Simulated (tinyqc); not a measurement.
Inside a calculation: Wannier-Stark ladder of a miniband. Values are carried at full precision from step to step, so a last printed digit may differ when a step is redone from the rounded ones.

One state in each well j = -(Nw - 1)/2 ... (Nw - 1)/2: H_jj = j e F d, H_(j,j+1) = -W/4; 1 kV/cm = 0.01 meV/angstrom. In an infinite chain the levels are j e F d and the state of well 0 has amplitude J_j(x) in size on well j, x = W/(2 e F d).

Constants: hbar = 6.58211957e-16 eV s.

Parameters, chosen for this exercise (near those of a GaAs/AlGaAs superlattice; not measured data): W = 52 meV (miniband width); d = 65 angstrom (period); F = 26 kV/cm (field); Nw = 7 (wells).

## Scales

Give e F d, x, the Bloch frequency e F d/(2 pi hbar) and period, and the swing W/(e F) of a wave packet.

e F d = 16.900 meV
x = 1.5385
frequency = 4.086 THz
period = 0.245 ps
swing = 200 angstrom

## The matrix

Fill it in.

H (meV), rows -3, -2, -1, 0, 1, 2, 3 and columns alike:
```
[[-50.700, -13.000, 0, 0, 0, 0, 0],
 [-13.000, -33.800, -13.000, 0, 0, 0, 0],
 [0, -13.000, -16.900, -13.000, 0, 0, 0],
 [0, 0, -13.000, 0, -13.000, 0, 0],
 [0, 0, 0, -13.000, 16.900, -13.000, 0],
 [0, 0, 0, 0, -13.000, 33.800, -13.000],
 [0, 0, 0, 0, 0, -13.000, 50.700]]
```

## Levels and the middle state

Diagonalise; give the levels, their spacings and the weights of the middle level on the wells.

levels (meV): [-58.856, -35.448, -17.084, 0.000, 17.084, 35.448, 58.856]

spacings (meV): [23.408, 18.364, 17.084, 17.084, 18.364, 23.408]

weights: [0.0038, 0.0578, 0.3174, 0.2421, 0.3174, 0.0578, 0.0038]

The spacing in the middle is 1.0109 e F d and at the ends 1.385 e F d; states that reach the ends of the stack are pushed apart.

## Bessel amplitudes

With x = W/(2 e F d): J_j(x)^2 for j = 0 to 5, their running sum over -j ... j, and the spread sqrt(sum j^2 J_j^2) = x/sqrt2. For a hole fixed in well 0 the J_j^2 are the strengths of the optical lines at j e F d.

Weights:
```
j   J_j^2     sum
0  0.2404  0.2404
1  0.3170  0.8743
2  0.0584  0.9911
3  0.0043  0.9997
4  0.0002  1.0000
5  0.0000  1.0000
```

spread = 1.088 periods

The strongest line is j = +/-1.

## Checks

- Weight on well 1 of the middle state of 61 wells against J_1(x)^2: both 0.3170.

Program tinyqc; command `OMP_NUM_THREADS=1 python tinyqc.py 1281460 1281461 out.jsonl`; about 0.01 s on one thread of a shared Intel(R) Xeon(R) Processor @ 2.30GHz.
